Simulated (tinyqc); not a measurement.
## Coupling and lever arm from microwave spectroscopy

Problem. A charge qubit absorbs at h f = sqrt(ep^2 + 4 tc^2), ep = al (V - V0). Find al, V0 and tc.

Constants: q = 1.602176634e-19 C, h = 6.62607015e-34 J s. Results are converted to the units shown.

gate voltage (mV): [0.3815, 0.479, 0.557]
resonance frequency Om/h (GHz): [3.0764200, 2.7542256, 4.4281834]

Answer. (h f)^2 is a parabola in V: its curvature gives al, its vertex V0 and 4 tc^2.

al = 0.1300 eV/V
V0 = 0.4400 mV
tc = 5.100 ueV

Computed by the program tinyqc: `OMP_NUM_THREADS=1 python tinyqc.py 2470034 2470035 out.jsonl`, one thread of a shared Intel Xeon 2.30GHz, about 0.01 s for the whole run.
